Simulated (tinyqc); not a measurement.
Tunnelling through a gate dielectric, WKB transmission and Tsu-Esaki current: a Fowler-Nordheim plot.

Electrons leave the emitter at x = 0. Energies E (motion across the layers) are in eV from the emitter Fermi level; the collector Fermi level lies at -V and offers states at every E. No charge in the dielectric and no image force: F1 = V/t1, U = phi1 - F1 x. With C = hbar^2/(2 m0), kappa = sqrt(m (U - E)/C) where U > E and 0 elsewhere; T(E) = exp(-S), S = 2 times the integral of kappa over x.

The thickness is set to t1 = 5.7 nm and V = F t1. Each layer adds (2/F) sqrt(m/C) [G(u at its left edge) - G(u at its right edge)] to S, with u = U - E (0 where negative) and G(u) = (2/3) u^1.5. J = J0 times the integral of T(E) N(E) dE, N = ln[(1 + exp(-E/Vt))/(1 + exp((-E - V)/Vt))], J0 = q^2 me m0 kB T/(2 pi^2 hbar^3) (times 1e-4 for A/cm^2 per eV), from E = -Ef to far above the barrier (T = 1 there), by quadrature converged to the digits shown. The closed formula is J = A F^2 exp(-B/F), A = q^2 me/(16 pi^2 hbar m1 phi1) (A/V^2 with phi1 in volts), B = (4/3) sqrt(m1/C) phi1^1.5 (V/nm), C = hbar^2/(2 m0); it assumes zero temperature, a deep Fermi sea and S linear in E.

Parameters, values chosen for the exercise; dielectric values close to those of aluminium oxide:
- T = 200 K (temperature)
- Ef = 2.6 eV (Fermi energy of the emitter above its band bottom)
- me = 1 m0 (emitter mass in the supply function)
- phi1 = 2.55 eV (barrier of layer 1 above the emitter Fermi level at zero bias)
- m1 = 0.42 m0 (tunnelling mass of layer 1)

Constants: q = 1.602176634e-19 C, kB = 1.380649e-23 J/K, hbar = 1.054571817e-34 J s, m0 = 9.1093837015e-31 kg, Vt = kB T/q, hbar^2/(2 m0) = 0.0380998212 eV nm^2. Results are converted to the units shown.

A Fowler-Nordheim plot:

| F (V/nm) | J (A/cm^2) | J by the formula (A/cm^2) | ln(J/F^2), F in V/cm |
|---|---|---|---|
| 0.6 | 5.284e-6 | 4.639e-6 | -43.37 |
| 0.71 | 7.380e-4 | 6.826e-4 | -38.76 |
| 0.83 | 0.03819 | 0.03664 | -35.13 |
| 0.94 | 0.6074 | 0.5968 | -32.61 |
| 1.06 | 6.640 | 6.654 | -30.46 |
| 1.17 | 39.46 | 40.11 | -28.88 |
| 1.29 | 198.5 | 204.4 | -27.45 |
| 1.4 | 693.8 | 721.7 | -26.37 |

Read the table: what changes, and by how much?

The slope of ln(J/F^2) against 1/F between the end rows is -17.85 V/nm, against B = 18.03 V/nm; read as B it gives phi1 = 2.53 eV. The integrated current is 14 % above the formula in the first row and 3.9 % below it in the last. In 4 of the 8 rows the field exceeds 10 MV/cm (up to 14.0), more than most dielectrics sustain; the model ignores breakdown.

Program tinyqc, `OMP_NUM_THREADS=1 python tinyqc.py 2540090 2540091 out.jsonl`; Intel Xeon 2.30GHz, shared host, one thread, about 0.02 s.
